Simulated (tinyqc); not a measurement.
From a target to a composition: model-solid line-up of a strained alloy layer on a substrate.

Problem. A layer of the alloy is strained to the substrate, and its gap (Ec minus the top valence edge) is given. Find x between 0.02 and 0.19, where the gap is monotonic.

All values of the alloy are linear in x but the gap, Eg(x) = (1 - x) Eg_A + x Eg_B - C x (1 - x), and the valence edge, Ev(x) = (1 - x) Ev_A + x Ev_B + fv C x (1 - x); Ec = Ev + Eg. Ev is the top of the unstrained valence band on a scale common to all materials. In the layer only the Gamma valley of the conduction band is followed, also where an X or L valley would lie lower.

Coherent growth on a (001) face: e_par = (a_s - a)/a, e_perp = -2 (C12/C11) e_par; exx = eyy = e_par, ezz = e_perp, no shear.

Strained edges: Ec + ac tr(e); the valence edges are Ev plus the levels of the 6 x 6 matrix of X, Y, Z times spin with -Dso/3 + l exx + m (eyy + ezz) on the diagonal (cyclic), n exy off it, l = av + 2 b, m = av - b, n = sqrt(3) d. Spin-orbit term (Dso/3) L.sigma on X, Y, Z with (L_k)_ij = -i epsilon_kij: <X+|H|Y+> = -i Dso/3, <X+|H|Z-> = Dso/3, <Y+|H|Z-> = -i Dso/3, <Z+|H|X-> = -Dso/3, <Z+|H|Y-> = i Dso/3, <X-|H|Y-> = i Dso/3, and their conjugates; + and - are the spin along z.

Values chosen for the exercise (A near AlAs, B near GaAs, substrate near Ge; the results hold for these values, not for the real material):
- a = (5.667, 5.66) angstrom (lattice constant of A, B)
- Eg = (3.077, 1.51) eV (gap at Gamma to the s-like level of A, B)
- Dso = (0.279, 0.34) eV (spin-orbit splitting of A, B)
- Ev = (-1.34, -0.79) eV (top of the unstrained valence band of A, B)
- ac = (-5.66, -7.07) eV (conduction deformation potential of A, B)
- av = (2.45, 1.15) eV (valence hydrostatic potential of A, B)
- b = (-2.3, -2) eV (tetragonal shear potential of A, B)
- d = (-3.37, -4.84) eV (trigonal shear potential of A, B)
- C11 = (126.9, 120.9) GPa (of A, B)
- C12 = (53.9, 57.1) GPa (of A, B)
- C44 = (53.8, 59.8) GPa (of A, B)
- C = 0.309 eV (bowing of the gap)
- fv = 0 (share of the bowing taken by the valence edge)
- a_s = 5.66 angstrom (substrate)
- face = 001 (growth face)

strained gap = 2.843762 eV

Find: x; e_par; gap of the relaxed alloy.

Solution. Bisect on x; the strained gap is 3.0457 eV at x = 0.02 and 2.7367 eV at x = 0.19.

x = 0.130
e_par = -0.107 %
gap of the relaxed alloy = 2.838 eV

Computed by tinyqc, a small Python program: `OMP_NUM_THREADS=1 python tinyqc.py 1051470 1051471 out.jsonl` (the numbers bound the seed that draws the inputs); one thread of a shared host (Intel(R) Xeon(R) Processor @ 2.30GHz), about 0.02 s for the whole set of steps.
